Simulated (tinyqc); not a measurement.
Donor binding, ionisation and the Mott limit: two steps of the calculation.

Hydrogenic donor: Ry = (m0 q^3/(8 eps0^2 h^2)) me/eps_r^2 in eV, E0 = cc Ry, radius a = q/(8 pi eps0 eps_r E0), Mott density Nm = (0.26/a)^3. Below Nm the level sinks as Ed = E0 [1 - (N/Nm)^(1/3)]. Neutrality: Nc F12(eta) = N/(1 + 2 exp(eta + Ed/kB T)), F12(x) = (2/sqrt(pi)) int_0^infinity sqrt(u)/(1 + exp(u - x)) du.

Values chosen for this exercise; band and dielectric values close to those of gallium nitride:
```
symbol,value,unit,meaning
T,200,K,temperature
eps_r,9.32,,relative permittivity
me,0.204,m0,"mass in the hydrogenic formula, set independently of Nc"
Nc,1.24e18,cm^-3,conduction-band density of states at 200 K
cc,1,,ratio of the true binding energy to the hydrogenic one
N,1e17,cm^-3,donor density
```

Constants: q = 1.602176634e-19 C, kB = 1.380649e-23 J/K, eps0 = 8.8541878128e-12 F/m, h = 6.62607015e-34 J s, m0 = 9.1093837015e-31 kg, Vt = kB T/q. Results are converted to the units shown.

Task 1. Binding energy, radius and Mott density. The mean spacing of the donors is N^(-1/3).

Give: Ry; E0; a; Nm; spacing over a; Ed.

Result 1.

Ry = 31.95 meV
E0 = 31.95 meV
a = 2.418 nm
Nm = 1.244e18 cm^-3
spacing over a = 8.911
Ed = 18.16 meV

Task 2. Ionisation. Solve the neutrality equation for eta. Boltzmann form: with k = (Nc/2) exp(-Ed/kB T) the ionised share is [-k + sqrt(k^2 + 4 k N)]/(2 N).

Ed = 18.162433 meV

Wanted: eta; ionised share; n; ionised share, Boltzmann form.

Result 2.

eta = -2.797
ionised share = 74.07 %
n = 7.407e16 cm^-3
ionised share, Boltzmann form = 74.39 %

With the level held at E0 the share would be 61.0 %.

Range of the model: A sharp level with degeneracy 2 overstates freeze-out near Nm, where the impurity band broadens and merges with the conduction band.

tinyqc, about 0.01 s, one thread, Intel Xeon 2.30GHz (shared host): `OMP_NUM_THREADS=1 python tinyqc.py 2330049 2330050 out.jsonl`
